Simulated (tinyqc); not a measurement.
## Input admittance of a MOSFET at zero drain bias: distributed channel and distributed gate: dividing a fixed width into fingers

Source and drain grounded, strong inversion, w = 2 pi f, Cox = eps0 eox/tox. The channel is an RC line of resistance 1/(mu Cox Vo) per square fed from both ends, so one finger has the intrinsic admittance y = i w Cox L tanh(g)/g per width, g = (1/2) sqrt(i w tau), tau = L^2/(mu Vo). The vertical resistance rv/L is in series with y, the overlaps 2 i w Cov in parallel: y_t = 1/(1/y + rv/L) + 2 i w Cov. The gate strip is a line of Rsh/L per length loaded by y_t, so a finger has Y = y_t Wf tanh(k)/k, k = (Wf/sd) sqrt(y_t Rsh/L); the device has Nf Y.

Low-frequency limits, with c = Cox L and ct = c + 2 Cov: R_strip = Rsh Wf/(3 sd^2 L Nf), R_ch = (c/ct)^2 L/(12 mu Cox Vo Wf Nf), R_vert = (c/ct)^2 rv/(L Wf Nf), C = ct Wf Nf. Total width Wf Nf = 2.6 um; each finger also has a contact resistance Rc at each contacted end, which adds Rc/(sd Nf). The resistances are low-frequency limits, good while |k| is below about 1; the far-point signal is |1/cosh k| at f, without Rc.

Inputs (values chosen for the exercise); values of the order met in silicon radio-frequency transistors: relative permittivity of the gate insulator (close to silicon dioxide) eox = 3.9; insulator thickness tox = 1.6 nm; channel length L = 0.72 um; channel mobility mu = 120 cm^2/(V s); gate overdrive Vo = 0.72 V; sheet resistance of the gate Rsh = 7.4 ohm/square; vertical resistivity of the gate stack rv = 11 ohm um^2; number of ends at which a finger is contacted sd = 1; overlap and fringe capacitance on each side Cov = 0.27 fF/um; frequency f = 2.1 GHz.

Constants: eps0 = 8.8541878128e-14 F/cm where lengths are in cm. Results are converted to the units shown.

The same in every row: R_ch + R_vert (ohm) = 121.1.

Result of one run:
```
Wf (um)  R_strip (ohm)  Rc/(sd Nf) for Rc = 30 ohm (ohm)  sum (ohm)  signal at the far point
1.300            2.227                             15.00      138.3                   0.9999
```

Which number of fingers Nf gave this result: 2, 4, 16 or 128?

Nf = 2.

The whole series:
```
Nf   Wf (um)  R_strip (ohm)  Rc/(sd Nf) for Rc = 30 ohm (ohm)  sum (ohm)  signal at the far point
1      2.600          8.907                             30.00      160.0                   0.9995
2      1.300          2.227                             15.00      138.3                   0.9999
4     0.6500         0.5567                             7.500      129.1                    1.000
8     0.3250         0.1392                             3.750      125.0                    1.000
16    0.1625        0.03479                             1.875      123.0                    1.000
32   0.08125       0.008699                            0.9375      122.0                    1.000
64   0.04063       0.002175                            0.4688      121.5                    1.000
128  0.02031       5.437e-4                            0.2344      121.3                    1.000
```

R_strip falls as 1/Nf^2, from 8.91 to 5.44e-4 ohm, the contact term as 1/Nf, and R_ch + R_vert stays at 121 ohm since the total width is fixed. The sum is within a factor 1.5 of that floor from Nf = 1 on. More fingers add wiring capacitance, which is left out.

Program tinyqc, `OMP_NUM_THREADS=1 python tinyqc.py 2262048 2262049 out.jsonl`; Intel Xeon 2.30GHz, shared host, one thread, about 0.01 s.
